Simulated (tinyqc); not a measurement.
Three ways to interpolate a mass: alloy A(1-x)B(x) by interpolation with bowing.

Each gap follows E(x) = (1 - x) E_A + x E_B - C x (1 - x); the lattice constant follows Vegard, a(x) = (1 - x) a_A + x a_B.

Mass at Gamma from the Kane formula 1/m = F + Ep (Eg + 2 Dso/3)/(Eg (Eg + Dso)). F is fixed by the masses of A and B and interpolated linearly, as is Ep; Eg and Dso carry their bowing.

Inputs chosen for the exercise (A near GaSb, B near GaAs; shifted at random, so the results belong to these values and not to a real crystal): Eg = (0.802, 1.517) eV (gap at Gamma to the s-like level of A, B); Dso = (0.749, 0.344) eV (spin-orbit splitting of A, B); Ep = (26.7, 25.5) eV (Kane energy of A, B); me = (0.0384, 0.067) m0 (electron mass at Gamma of A, B); C = (1.288, 1.238, 1.114) eV (bowing of the Gamma, X and L gaps); Cs = 0.6 eV (bowing of Dso).

Linear in m, linear in 1/m, and the Kane formula.

Masses (m0):
```
x      Eg (eV)  linear in m  linear in 1/m    Kane  Kane m/Eg (1/eV)
0.000    0.802       0.0384         0.0384  0.0384            0.0479
0.125    0.750       0.0420         0.0406  0.0354            0.0472
0.250    0.739       0.0456         0.0430  0.0344            0.0465
0.375    0.768       0.0491         0.0457  0.0352            0.0458
0.500    0.838       0.0527         0.0488  0.0378            0.0451
0.625    0.947       0.0563         0.0524  0.0422            0.0446
0.750    1.097       0.0599         0.0565  0.0486            0.0443
0.875    1.287       0.0634         0.0613  0.0568            0.0442
1.000    1.517       0.0670         0.0670  0.0670            0.0442
```

At x = 0.5 the three give 0.0527, 0.0488 and 0.0378; judged by the largest distance, the Kane value is closer to the interpolation in 1/m (largest distances 0.0149 m0 from the rule in m, 0.0110 m0 from the rule in 1/m), and it dips below both end values, following the bowed gap, which neither rule can do. The ratio m/Eg varies by a factor of 1.08 while the gap varies by 2.05; a constant ratio is the two-band rule m = Eg/Ep at fixed Ep.

Program tinyqc; command `OMP_NUM_THREADS=1 python tinyqc.py 1050936 1050937 out.jsonl`; about 0.01 s on one thread of a shared Intel(R) Xeon(R) Processor @ 2.30GHz.
